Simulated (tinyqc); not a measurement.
## Phonon and roughness prefactors from two fields

Problem. At 300 K and high field 1/mu = E^(1/3)/Ap + E^gs/As, E in MV/cm. Find Ap and As.

Parameters, values chosen for the exercise: exponent of the roughness term gs = 1.3.

mu at E = 0.48 and 0.98 MV/cm (cm^2/(V s)): [142.04280, 102.23452]

Answer. Two linear equations in 1/Ap and 1/As.

Ap = 123.0 cm^2/(V s)
As = 571.0 cm^2/(V s)

Numbers from tinyqc (`OMP_NUM_THREADS=1 python tinyqc.py 2510047 2510048 out.jsonl`; about 0.01 s on one thread of a shared Intel Xeon 2.30GHz).
